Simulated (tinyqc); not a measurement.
Current of a Schottky diode by thermionic-emission-diffusion theory, and its read-back from I-V-T and C-V data. Inputs raised by 10 %, one at a time. Computed by tinyqc, a small Python program. Command: `OMP_NUM_THREADS=1 python tinyqc.py 3006786 3006787 out.jsonl schottky sens`. One thread of a shared host (Intel(R) Xeon(R) Processor @ 2.30GHz), about 0.01 s of CPU time with the checks.

Full ionisation, no tunnelling, no recombination current. V is the voltage across the junction itself, forward positive.

Inputs (values chosen for the exercise, modelled on n-type GaN):

| quantity | value | unit |
|---|---|---|
| Richardson constant A* | 26.7 | A/(cm^2 K^2) |
| effective density of states at 300 K, N_c | 2.3e+18 | 1/cm^3 |
| permittivity eps | 9.7 | - |
| mobility mu | 1000 | cm^2/(V s) |
| barrier without image force phi_0 | 1.05 | eV |
| doping N | 1.3e+17 | 1/cm^3 |
| series resistance R_s | 0.096 | milliohm cm^2 |
| junction voltage V | 0.31 | V |
| temperature T | 423 | K |

Barrier: uniform.

Constants: k_B = 8.617333262e-05 eV/K; e = 1.602176634e-19 C; eps_0 = 8.8541878128e-12 F/m.

Method:
- N_c(T) = N_c (T/300 K)^(3/2); V_bi = phi_0 - (k_B T/e) ln(N_c(T)/N); surface field F = sqrt(2 e N (V_bi - V - k_B T/e)/(eps eps_0)); image lowering d_phi = sqrt(e F/(4 pi eps eps_0)); effective barrier phi = phi_0 - d_phi.
- Collection velocity v_R = A* T^2/(e N_c(T)); diffusion velocity v_D = mu F; J = e N_c(T) v_R/(1 + v_R/v_D) exp(-phi/k_B T) [exp(e V/k_B T) - 1].
- Terminal voltage V + J R_s.
- Ideality n = (e/k_B T)/(d ln J/dV) by a central difference of +/- 1 mV; J_0 = J exp(-e V/(n k_B T)); apparent barrier phi_IV = k_B T ln(A* T^2/J_0); a C-V plot gives phi_CV = phi_0, the mean without lowering.

Runs:

| input moved | from | to | current density J (A/cm^2) | ideality factor n | apparent barrier phi_IV (eV) | image lowering (meV) |
|---|---|---|---|---|---|---|
| base run | - | - | 0.027377 | 1.0232 | 0.9947 | 49.899 |
| barrier without image force phi_0 (eV) | 1.05 | 1.155 | 0.001634 | 1.0203 | 1.0983 | 52.019 |
| doping N (1/cm^3) | 1.3e+17 | 1.43e+17 | 0.028417 | 1.0236 | 0.9933 | 51.179 |
| mobility mu (cm^2/(V s)) | 1000 | 1100 | 0.027487 | 1.0231 | 0.9946 | 49.899 |
| Richardson constant A* (A/(cm^2 K^2)) | 26.7 | 29.37 | 0.029983 | 1.0234 | 0.9948 | 49.899 |
| junction voltage V (V) | 0.31 | 0.341 | 0.062827 | 1.0244 | 0.9943 | 49.219 |
| permittivity eps | 9.7 | 10.67 | 0.024856 | 1.0217 | 0.9987 | 46.457 |

Exponents ln(y'/y) / ln(x'/x):

| input | current density J | ideality factor n | apparent barrier phi_IV | image lowering |
|---|---|---|---|---|
| barrier without image force phi_0 | -29.576 | -0.030 | 1.040 | 0.436 |
| doping N | 0.391 | 0.004 | -0.015 | 0.266 |
| mobility mu | 0.042 | -0.001 | -0.001 | 0.000 |
| Richardson constant A* | 0.954 | 0.001 | 0.001 | 0.000 |
| junction voltage V | 8.715 | 0.012 | -0.004 | -0.144 |
| permittivity eps | -1.013 | -0.015 | 0.042 | -0.750 |

Which inputs matter most for each result?

Among the inputs moved here: current density J answers most in size to barrier without image force phi_0 (exponent -29.576), next to junction voltage V (+8.715). Its exponent +0.954 in Richardson constant A*: thermionic emission limits. Ideality factor n answers most in size to barrier without image force phi_0 (exponent -0.030), next to permittivity eps (-0.015). Apparent barrier phi_IV answers most in size to barrier without image force phi_0 (exponent +1.040), next to permittivity eps (+0.042). Image lowering answers most in size to permittivity eps (exponent -0.750), next to barrier without image force phi_0 (+0.436); its exponent is below 0.0005 for mobility mu, Richardson constant A*. Its exponent +0.266 in doping N: F grows as N^(1/2) and the lowering as F^(1/2).
